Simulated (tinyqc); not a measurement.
Internal photoemission over an interface barrier: two steps of the calculation.

Electrons are excited from a metal over the barrier Phi(F) = P0 - sqrt(q F/(4 pi eps0 ei)), whose top lies at xm = sqrt(q/(16 pi eps0 ei F)). The yield is Y = A (hv - Phi)^p exp(-xm/l), with A = 1 here.

Inputs (values chosen for the exercise); dielectric values close to those of hafnium oxide:
- P0 = 1.49 eV (barrier at zero field)
- ei = 3.73 (image-force permittivity)
- l = 1.3 nm (scattering length in the image well)
- F = 1.7 MV/cm (field in the dielectric)

Constants: q = 1.602176634e-19 C, h = 6.62607015e-34 J s, c = 299792458 m/s, eps0 = 8.8541878128e-14 F/cm where lengths are in cm. Results are converted to the units shown.

Problem 1. Barrier in the field. Lowering P0 - Phi, barrier, position of its top, scattering factor and threshold wavelength.

Find: lowering; Phi; xm; exp(-xm/l); threshold wavelength h c/(q Phi).

Solution 1.

lowering = 256.18 meV
Phi = 1.2338 eV
xm = 0.75347 nm
exp(-xm/l) = 0.56013
threshold wavelength h c/(q Phi) = 1004.9 nm

Problem 2. Threshold from a spectrum. The yields were made at this field with a scatter of 1 %. Fit Y^(1/n) on hv by least squares for n = 2 and n = 3; the zero of the line is the threshold.

| point | hv (eV) | Y |
|---|---|---|
| 0 | 1.38 | 0.01204 |
| 1 | 1.51 | 0.04313 |
| 2 | 1.64 | 0.09195 |
| 3 | 1.77 | 0.1596 |
| 4 | 1.9 | 0.2447 |
| 5 | 2.03 | 0.3542 |

Find: Y^(1/2); Y^(1/3); threshold for n = 2; threshold for n = 3.

Solution 2.

| point | Y^(1/2) | Y^(1/3) |
|---|---|---|
| 0 | 0.1097 | 0.2292 |
| 1 | 0.2077 | 0.3507 |
| 2 | 0.3032 | 0.4514 |
| 3 | 0.3995 | 0.5424 |
| 4 | 0.4947 | 0.6255 |
| 5 | 0.5951 | 0.7075 |

threshold for n = 2 = 1.232 eV
threshold for n = 3 = 1.038 eV

tinyqc, about 0.01 s, one thread, Intel Xeon 2.30GHz (shared host): `OMP_NUM_THREADS=1 python tinyqc.py 2410170 2410171 out.jsonl`
